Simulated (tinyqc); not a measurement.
The same stress in different states: Raman shift of the zone-centre optical phonon of a diamond-structure crystal under stress. Computed by tinyqc, a small Python program. Command: `OMP_NUM_THREADS=1 python tinyqc.py 3012833 3012834 out.jsonl ramanstress walk`. One thread of a shared host (Intel(R) Xeon(R) Processor @ 2.30GHz), about 0.01 s of CPU time with the checks.

Axes x, y, z are the cube axes. Strain shifts the threefold optical mode and can split it; p, q and r are the phonon deformation potentials.

Inputs (values chosen for the exercise, modelled on silicon):
```
quantity                          value  unit
unstrained frequency omega_0      521.5  1/cm
p/omega_0^2                        -1.8     -
q/omega_0^2                       -2.43     -
r/omega_0^2                      -0.731     -
C11                               167.8   GPa
C12                               64.66   GPa
C44                               79.46   GPa
stress sigma (tension positive)   -0.22   GPa
```

Stress state: uniaxial. Axis: [110].

Method:
- S11 = (C11 + C12)/D, S12 = -C12/D, D = (C11 - C12)(C11 + 2 C12), S44 = 1/C44.
- eps_xx = S11 sigma_xx + S12 (sigma_yy + sigma_zz), and cyclic; eps_xy = S44 sigma_xy/2 (tensor strain).
- Secular matrix: M_xx = p eps_xx + q (eps_yy + eps_zz), M_xy = 2 r eps_xy; its eigenvalues are omega^2 - omega_0^2, and the shifts are these over 2 omega_0.
- Uniaxial: sigma n n^T; biaxial: sigma (1 - n n^T); hydrostatic: sigma 1. The line seen from (001) is taken as unresolved, at the intensity-weighted shift M_zz/(2 omega_0).

S44 = 12.5849 1/TPa

S11 = 7.58559 1/TPa

S12 = -2.10997 1/TPa

Shifts (1/cm):
```
state                  lowest  middle  highest  line seen from (001)
uniaxial [100]         0.1950  0.5454   0.5454                0.5454
uniaxial [110]         0.1063  0.5454   0.6341                0.5454
uniaxial [001]         0.1950  0.5454   0.5454                0.1950
uniaxial [111]         0.2527  0.2527   0.7804                0.4286
biaxial, normal [001]  0.7404  0.7404   1.0908                1.0908
biaxial, normal [111]  0.5054  1.0331   1.0331                0.8572
hydrostatic            1.2858  1.2858   1.2858                1.2858
```

What does the comparison show, and why?

Seen from (001), uniaxial stress along [100] and along [110] give the same shift (0.545), and equal biaxial stress in the plane gives twice as much (1.091), since only sigma_xx + sigma_yy and sigma_zz enter M_zz. Stress along [001] gives 0.195. One measured shift therefore fixes the stress only once its state is assumed: read as uniaxial in the plane, a shift implies twice the stress that it does read as biaxial.

Extremes, crossings and ranges named in words are read from the listed rows.
